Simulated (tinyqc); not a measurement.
Metal gate on a two-layer dielectric stack with fixed charge and a dipole: one step of the calculation.

Gate, layer 2, layer 1, p-type semiconductor; x runs from the gate inwards. Charges are counted in units of +q. psi is the band bending at the surface, positive towards inversion. Classical charge, Boltzmann statistics, no interface traps.

Task. Threshold voltage. ni = sqrt(Nc Nv) exp(-Eg/(2 Vt)), Eg in volts, pB = Vt ln(Na/ni), Vth = Vfb + 2 pB + sqrt(4 q eps0 eps_r Na pB)/Cox.

Values chosen for this exercise; band and dielectric values close to those of silicon, layer 1 close to silicon dioxide, layer 2 close to hafnium oxide:
- T = 300 K (temperature)
- Eg = 1.14 eV (band gap)
- eps_r = 11.6 (relative permittivity)
- Nc = 2.8e19 cm^-3 (conduction-band density of states at T)
- Nv = 2.62e19 cm^-3 (valence-band density of states at T)
- Na = 1.8e17 cm^-3 (acceptor density)

Constants: q = 1.602176634e-19 C, kB = 1.380649e-23 J/K, Vt = kB T/q, eps0 = 8.8541878128e-14 F/cm where lengths are in cm. Results are converted to the units shown.

Vfb = -0.63929197 V
Cox = 4.1895741 uF/cm^2

Give: ni; pB; depletion charge; Vth.

Result.

ni = 7.197e9 cm^-3
pB = 0.4404 V
depletion charge = 0.2284 uC/cm^2
Vth = 0.2960 V

Numbers from tinyqc (`OMP_NUM_THREADS=1 python tinyqc.py 2010038 2010039 out.jsonl`; about 0.01 s on one thread of a shared Intel Xeon 2.30GHz).
